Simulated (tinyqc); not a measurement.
What moves the results: Slater-Koster d bands of a bcc metal. A value that a table varies takes the place of the one given here.

Slater-Koster d bands. For a bond with direction cosines (l, m, n) the 5 x 5 block is dds Ps + ddp Pp + ddd (1 - Ps - Pp), the projectors on sigma, pi and delta states about the bond; for instance <xy|xy> = 3 l^2 m^2 dds + (l^2 + m^2 - 4 l^2 m^2) ddp + (n^2 + l^2 m^2) ddd, <xy|yz> = 3 l m^2 n dds + l n (1 - 4 m^2) ddp + l n (m^2 - 1) ddd and <3z2-r2|3z2-r2> = (n^2 - (l^2 + m^2)/2)^2 dds + 3 n^2 (l^2 + m^2) ddp + (3/4)(l^2 + m^2)^2 ddd. H(k) sums the blocks times cos(k.R) over the neighbours; the d level is the zero of energy; k in 2 pi/a.

Neighbours: eight at (a/2)(1,1,1) and equivalents, and six at a(1,0,0) and equivalents with the integrals times f2.

Mesh: k = f1 b1 + f2 b2 + f3 b3 with fractions (j + 1/2)/N, j = 0 to N - 1, and b = (-1,1,1), (1,-1,1), (1,1,-1) for fcc, (0,1,1), (1,0,1), (1,1,0) for bcc, unit vectors for simple cubic. The lowest Nd/10 of all levels are filled with two electrons each; the bond energy is their sum per atom.

Inputs chosen for the exercise (of the size met in Nb; shifted at random, so the results belong to these values and not to a real crystal):
- dds = -1.354 eV (dd sigma)
- ddp = 0.569 eV (dd pi)
- ddd = -0.23 eV (dd delta)
- f2 = 0.487 (factor on all three integrals for second neighbours)
- N = 10 (mesh)

## Band filling: full bands against the rectangular model

W = sqrt(12 mu2) with mu2 the mean square level on the mesh; rectangular model: Fermi level W (Nd/10 - 1/2), bond energy -W Nd (10 - Nd)/20. The Fermi level of the mesh is the highest filled level.

Per atom (eV):
```
Nd,"EF, bands","bond energy, bands","EF, rectangle","bond energy, rectangle"
1,-2.880,-3.194,-3.059,-3.442
2,-2.506,-5.880,-2.295,-6.119
3,-1.941,-8.189,-1.530,-8.031
4,-0.866,-9.669,-0.765,-9.178
5,0.435,-9.683,0.000,-9.560
6,1.029,-8.874,0.765,-9.178
7,1.520,-7.609,1.530,-8.031
8,2.008,-5.892,2.295,-6.119
9,2.862,-3.494,3.059,-3.442
```

W = 7.648 eV
full width on the mesh = 8.751 eV

The bond energy is deepest at Nd = 5 (-9.683 eV); the rectangle has its minimum at 5. The two differ most at Nd = 4, by 0.491 eV or 5 % of the deepest value: the second moment fixes the parabola, and higher moments the rest. At Nd = 3 and 7 the bands give -8.189 and -7.609 eV, a skew towards less than half filling.

## Which lattice a d-band metal prefers

fcc has twelve neighbours, bcc eight and six (the six times f2), simple cubic six. The integrals of bcc and sc are scaled so that all three have the second moment of fcc, which stands for equal repulsion (structural energy difference theorem). s and p electrons are left out.

Bond energy per atom:
```
Nd,fcc (eV),bcc - fcc (meV),sc - fcc (meV)
1,-3.868,263,-571
2,-6.737,102,-271
3,-8.874,-368,203
4,-10.440,-471,882
5,-11.017,90,1181
6,-10.485,471,926
7,-8.974,387,304
8,-6.761,111,-247
9,-3.764,-179,-675
```

scale factors: bcc 1.1285, sc 1.4142

mu3/mu2^1.5: fcc -0.025, bcc -0.027, sc 0.000

mu4/mu2^2: fcc 1.758, bcc 1.712, sc 2.869

largest change of a difference when N is raised to 14 = 38 meV

fcc is lowest for Nd = 5, 6 and 7. bcc is lowest for Nd = 3 and 4. sc is lowest for Nd = 1, 2, 8 and 9. bcc gains most on fcc at Nd = 4 (-471 meV). A small fourth moment marks a two-peaked band, which tends to favour fillings near one half; bcc has -3 % against fcc, and at Nd = 5 it lies +90 meV from fcc, which the fourth moment alone does not explain (differences of a few tens of meV are within the error of the mesh; hcp is left out, and this d-only model can miss the lattice of the real metal). The third moments, from three-membered rings, skew the bands. That simple cubic wins anywhere comes from keeping d bands and equal second moments alone; no transition metal takes it. Differences below about 38 meV are within the error of this mesh, and the s and p electrons left out weigh most where the d band is nearly empty or full.

## What each integral does

Levels at Gamma, E(t2g) = (8/3) dds + (16/9) ddp + (32/9) ddd + f2 (4 ddp + 2 ddd), E(eg) = (16/3) ddp + (8/3) ddd + f2 (3 dds + 3 ddd), and W = sqrt(12 mu2), the width of a rectangular band with the same second moment mu2 = z (dds^2 + 2 ddp^2 + 2 ddd^2)/5, z = 8 + 6 f2^2. Each row changes one parameter from the base and keeps the others.

Results:
```
case,t2g (eV),eg (eV),W (eV)
base,-2.5325,0.1071,7.6484
dds = -1.5571 eV,-3.0741,-0.1896,8.4775
ddp = 0.4836 eV,-2.8507,-0.3484,7.3778
ddd = -0.2645 eV,-2.6888,-0.0353,7.6986
f2 = 0.56,-2.3999,-0.2398,7.8323
```

The largest shifts from the base row, up to three for each result and ties (the steps differ in size, so this ranks the rows, not the parameters). t2g (eV): dds -0.5416, ddp -0.3182, ddd -0.1563. eg (eV): ddp -0.4555, f2 -0.3469, dds -0.2967. W (eV): dds +0.8292, ddp -0.2706, f2 +0.1839. The ratio of the shifts of t2g and eg names the integral: it is the ratio of the coefficients in the two formulas.

Computed by tinyqc, a small Python program: `OMP_NUM_THREADS=1 python tinyqc.py 1482816 1482817 out.jsonl` (the numbers bound the seed that draws the inputs); one thread of a shared host (Intel(R) Xeon(R) Processor @ 2.30GHz), about 0.06 s for the whole set of steps.
